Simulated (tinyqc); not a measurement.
## Gap voltage and exponent from three temperatures

Question. At constant current VBE(T) = Vg0 - a T - eta (kB T/q) ln T, where a is a constant. Find Vg0, eta and dVBE/dT at the middle temperature.

Constants: q = 1.602176634e-19 C, kB = 1.380649e-23 J/K. Results are converted to the units shown.

T (K): 253  300  390
VBE at a constant current (V): 0.7775283482  0.6928264487  0.5239863939

Solution. The relation is linear in Vg0, a and eta, so three points give a linear system; the slope is (VBE - Vg0 - eta kB T/q)/T. eta rests on the curvature of VBE(T) alone, so real fits need accuracy of some tens of microvolts or better.

Vg0 = 1.14 V
eta = 3.90
dVBE/dT = -1.83 mV/K

tinyqc, about 0.02 s, one thread, Intel Xeon 2.30GHz (shared host): `OMP_NUM_THREADS=1 python tinyqc.py 2062115 2062116 out.jsonl`
